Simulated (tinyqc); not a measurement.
Schottky barrier with interface states (Cowley-Sze model), image lowering and contact resistance: one step, computed by the program tinyqc.

An n-type semiconductor under a metal. The barrier lies between the Schottky-Mott limit phi_M - chi and the Bardeen limit E_g - E_n, E_n being the neutrality level of the interface states; the space-charge term of the full Cowley-Sze expression is left out.

Problem. Depletion layer and image lowering under reverse bias. N_c = 2 M_c (2 pi m_e k_B T/h^2)^(3/2); xi = E_c - E_F solves N = N_c F_1/2(-xi/k_B T) (bisection; full ionisation). F_1/2(eta) = (2/sqrt(pi)) int_0^infinity sqrt(x)/(1 + exp(x - eta)) dx, by the trapezoid rule in t = sqrt(x) with step 0.02 up to t = 12 (for eta < -12 by exp(eta) - exp(2 eta)/2^(3/2)). V_bi = phi_B - xi; W = sqrt(2 eps_s eps_0 (V_bi + V_r - k_B T/e)/(e N)); field at the metal E_m = e N W/(eps_s eps_0); image lowering sqrt(e E_m/(4 pi eps_s eps_0)).

Inputs (values chosen for the exercise, with gap, mass and screening modelled on 4H-SiC):

| quantity | value | unit |
|---|---|---|
| dielectric constant eps_s | 9.31 | - |
| electron mass m_e | 0.402 | m_0 |
| valleys M_c | 3 | - |
| donor density N | 1.5e+15 | cm^-3 |
| temperature T | 300 | K |
| reverse bias V_r | 4.2 | V |

Pinning factor from: Moench relation.

barrier phi_B = 1.159716 eV

Constants: k_B = 8.617333262e-05 eV/K; m_0 = 9.1093837015e-31 kg; k_B = 1.380649e-23 J/K; h = 6.62607015e-34 J s; eps_0 = 8.8541878128e-12 F/m; e = 1.602176634e-19 C.

Give: N_c; xi; built-in voltage V_bi; depletion width W; field E_m; image lowering.

Solution.

N_c = 1.919e+19 cm^-3

xi = 0.2445 eV

built-in voltage V_bi = 0.9152 V

depletion width W = 1869 nm

field E_m = 54475 V/cm

image lowering = 0.02903 eV
